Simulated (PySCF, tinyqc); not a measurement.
MP2 on RHF in the sto-3g basis, for H4, spin multiplicity 1, step by step. The lowest restricted solution is unstable here: a spin-polarised one lies 0.0142 hartree lower (PySCF). One step of it, computed by the program tinyqc.

Question. Iteration 7 (converged): orbitals. Diagonalise F' = X^T F X, C = X C', fill 2 alpha and 2 beta electrons from the bottom; D = 2 C_occ C_occ^T. Each column has its largest component positive (the first on a tie).

converged F (hartree):
```
           1H 1s      2H 1s      3H 1s      4H 1s
1H 1s  -0.182890  -0.385179  -0.049042   0.010534
2H 1s  -0.385179  -0.209136  -0.189716  -0.049111
3H 1s  -0.049042  -0.189716  -0.209342  -0.385528
4H 1s   0.010534  -0.049111  -0.385528  -0.183100
```

X:
```
               1          2          3         4
1H 1s   0.564574   0.676124   0.520681  0.338461
2H 1s  -0.803847  -0.500223   0.366136  0.458177
3H 1s   0.805303  -0.498489  -0.365334  0.458702
4H 1s  -0.566473   0.675036  -0.519987  0.339251
```

Give: F' = X^T F X; orbital energies; coefficients C; D after iteration 7.

Answer.

F' = X^T F X (hartree):
```
        1        2        3        4
1  0.4630   0.0000   0.0401   0.0000
2  0.0000   0.2298   0.0001  -0.0184
3  0.0401   0.0001  -0.3660   0.0000
4  0.0000  -0.0184   0.0000  -0.4772
```

orbital energies (hartree): MO1 -0.4777, MO2 -0.3679, MO3 0.2303, MO4 0.4649

coefficients C:
```
          MO1      MO2      MO3      MO4
1H 1s  0.3557   0.4930   0.6670   0.5891
2H 1s  0.4449   0.4046  -0.5118  -0.7854
3H 1s  0.4458  -0.4035  -0.5104   0.7867
4H 1s  0.3568  -0.4921   0.6661  -0.5907
```

D after iteration 7:
```
         1H 1s    2H 1s    3H 1s    4H 1s
1H 1s   0.7391   0.7154  -0.0806  -0.2312
2H 1s   0.7154   0.7233   0.0701  -0.0807
3H 1s  -0.0806   0.0701   0.7230   0.7152
4H 1s  -0.2312  -0.0807   0.7152   0.7389
```
